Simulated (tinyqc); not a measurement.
# True capacitance, leakage and series resistance from two frequencies

Inverse problem. A capacitance C in parallel with G and in series with Rs is measured as Cp and D = Gp/(w Cp) at two frequencies. The series reading Cs = Cp (1 + D^2) equals C + G^2/(w^2 C), and Re Z = D/(w Cp (1 + D^2)) = Rs + G/(G^2 + w^2 C^2). Find C, G and Rs.

f (Hz): [10000, 50000]
Cp (pF): [319.726524, 319.474555]
D: [3.34145186, 0.696333367]

Answer. w^2 Cs = w^2 C + G^2/C is a straight line in w^2 with slope C; the intercept gives G, and the real part then gives Rs.

C = 332.1 pF
G = 68.29 uS
Rs = 280.0 ohm

Numbers from tinyqc (`OMP_NUM_THREADS=1 python tinyqc.py 2022046 2022047 out.jsonl`; about 0.01 s on one thread of a shared Intel Xeon 2.30GHz).
